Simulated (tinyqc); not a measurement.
Enthalpies against pressure: pressure-driven transition between two phases with analytic equations of state. Computed by tinyqc, a small Python program. Command: `OMP_NUM_THREADS=1 python tinyqc.py 3026782 3026783 out.jsonl transition walk`. One thread of a shared host (Intel(R) Xeon(R) Processor @ 2.30GHz), about 0.02 s of CPU time with the checks.

Each phase obeys E = E0 + (9 B0 V0/h^2) {1 + [h (1 - x) - 1] exp(h (1 - x))}, P = 3 B0 (1 - x) x^-2 exp(h (1 - x)), x = (V/V0)^(1/3), h = (3/2)(B' - 1); E0 = 0 for phase 1 and Delta E0 for phase 2. H = E + P V.

Inputs (values chosen for the exercise, for two model phases):
```
quantity                                   value             unit
volume V0 of phase 1                        30.5  angstrom^3/atom
B0 of phase 1                               34.9              GPa
B' of phase 1                               4.94                -
volume V0 of phase 2                        23.8  angstrom^3/atom
B0 of phase 2                               34.9              GPa
B' of phase 2                               4.41                -
energy of phase 2 above phase 1, Delta E0   0.05          eV/atom
```

Equation of state: Vinet.

Constants: 1 eV/angstrom^3 = 160.2176634 GPa.

Method. Start from P = Delta E0/(V0 of phase 1 - V0 of phase 2); at each P solve P(V) = P for both phases and step P(new) = P - (H_2 - H_1)/(V_2 - V_1); stop when |H_2 - H_1| < 1e-10 eV. At the zero-temperature transition the volume change is V_2/V_1 - 1 and the work is P (V_1 - V_2). For each P solve P(V) = P in both phases.

transition pressure = 1.21511 GPa

V_1 at the transition = 29.5345 angstrom^3

V_2 at the transition = 23.0407 angstrom^3

Both phases:
```
P (GPa)  V_1 (angstrom^3)  V_2 (angstrom^3)  H_2 - H_1 (meV/atom)   stable
0.00               30.500            23.800                50.000  phase 1
0.30               30.244            23.600                37.507  phase 1
0.61               29.993            23.403                24.704  phase 1
0.91               29.760            23.219                12.411  phase 1
1.10               29.619            23.107                 4.672  phase 1
1.30               29.473            22.992                -3.437  phase 2
1.60               29.263            22.825               -15.532  phase 2
1.90               29.060            22.664               -27.547  phase 2
```

What follows from these numbers?

H_2 - H_1 changes with slope V_2 - V_1, from -6.700 to -6.396 angstrom^3 per atom over the table, and passes zero at 1.22 GPa. An error of 10 meV per atom in Delta E0 moves the transition by about 0.25 GPa.
